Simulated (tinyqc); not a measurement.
Six-band Luttinger-Kohn model with strain: one step. The Hamiltonian. Three cases, with inputs chosen for the exercise.

Problem. Each term is the sum of its two parts.

Six-band Luttinger-Kohn model in the basis |3/2,3/2>, |3/2,1/2>, |3/2,-1/2>, |3/2,-3/2>, |1/2,1/2>, |1/2,-1/2>, electron energies, zero at the top of the unstrained valence band. H = -[rows: (P+Q, -S, R, 0, -S/r2, r2 R); (-S*, P-Q, 0, R, -r2 Q, r32 S); (R*, 0, P-Q, S, r32 S*, r2 Q); (0, R*, S*, P+Q, -r2 R*, -S*/r2); (-S*/r2, -r2 Q, r32 S, -r2 R, P+Dso, 0); (r2 R*, r32 S*, r2 Q, -S/r2, 0, P+Dso)], r2 = sqrt(2), r32 = sqrt(3/2). Levels are twofold.

Give: H(k).

Case 1.

Values chosen (out of a larger set: near those of Si; not measured data): Dso = 0.044 eV (spin-orbit splitting).

Terms (eV):
```
term                 from k  from strain
P                 0.0105588    0.0041412
Q                -0.0008770   -0.0051775
R     -0.0004196-0.0008038i    0.0000000
S     -0.0056264-0.0012057i    0.0000000
```

Solution.

H(k) (eV), rows 3/2,3/2, 3/2,1/2, 3/2,-1/2, 3/2,-3/2, 1/2,1/2, 1/2,-1/2 and columns alike:
```
[[-0.0086, -0.0056-0.0012i, 0.0004+0.0008i, 0, -0.0040-0.0009i, 0.0006+0.0011i],
 [-0.0056+0.0012i, -0.0208, 0, 0.0004+0.0008i, -0.0086, 0.0069+0.0015i],
 [0.0004-0.0008i, 0, -0.0208, 0.0056+0.0012i, 0.0069-0.0015i, 0.0086],
 [0, 0.0004-0.0008i, 0.0056-0.0012i, -0.0086, -0.0006+0.0011i, -0.0040+0.0009i],
 [-0.0040+0.0009i, -0.0086, 0.0069+0.0015i, -0.0006-0.0011i, -0.0587, 0],
 [0.0006-0.0011i, 0.0069-0.0015i, 0.0086, -0.0040-0.0009i, 0, -0.0587]]
```

Case 2.

Values chosen (out of a larger set: near those of Si; not measured data): Dso = 0.042 eV (spin-orbit splitting).

Terms (eV):
```
term                from k  from strain
P                0.0900631    0.0122465
Q                0.0071713    0.0295885
R     0.0037335+0.0501741i    0.0000000
S                0.0000000    0.0000000
```

Solution.

H(k) (eV), rows 3/2,3/2, 3/2,1/2, 3/2,-1/2, 3/2,-3/2, 1/2,1/2, 1/2,-1/2 and columns alike:
```
[[-0.1391, 0, -0.0037-0.0502i, 0, 0, -0.0053-0.0710i],
 [0, -0.0655, 0, -0.0037-0.0502i, 0.0520, 0],
 [-0.0037+0.0502i, 0, -0.0655, 0, 0, -0.0520],
 [0, -0.0037+0.0502i, 0, -0.1391, 0.0053-0.0710i, 0],
 [0, 0.0520, 0, 0.0053+0.0710i, -0.1443, 0],
 [-0.0053+0.0710i, 0, -0.0520, 0, 0, -0.1443]]
```

Case 3.

Values chosen (out of a larger set: near those of Ge; not measured data): Dso = 0.289 eV (spin-orbit splitting).

Terms (eV):
```
term                from k  from strain
P                0.1698090   -0.0116395
Q                0.0005169    0.0322388
R     0.0147735+0.0810045i   -0.0558392
S     0.0722473-0.0921776i    0.0000000
```

Solution.

H(k) (eV), rows 3/2,3/2, 3/2,1/2, 3/2,-1/2, 3/2,-3/2, 1/2,1/2, 1/2,-1/2 and columns alike:
```
[[-0.1909, 0.0722-0.0922i, 0.0411-0.0810i, 0, 0.0511-0.0652i, 0.0581-0.1146i],
 [0.0722+0.0922i, -0.1254, 0, 0.0411-0.0810i, 0.0463, -0.0885+0.1129i],
 [0.0411+0.0810i, 0, -0.1254, -0.0722+0.0922i, -0.0885-0.1129i, -0.0463],
 [0, 0.0411+0.0810i, -0.0722-0.0922i, -0.1909, -0.0581-0.1146i, 0.0511+0.0652i],
 [0.0511+0.0652i, 0.0463, -0.0885+0.1129i, -0.0581+0.1146i, -0.4472, 0],
 [0.0581+0.1146i, -0.0885-0.1129i, -0.0463, 0.0511-0.0652i, 0, -0.4472]]
```

Computed by tinyqc, one run a case: `OMP_NUM_THREADS=1 python tinyqc.py N N+1 out.jsonl` with N = 1050539, 1050930, 1051371; one thread of a shared Intel(R) Xeon(R) Processor @ 2.30GHz, about 0.2 s a run at most.
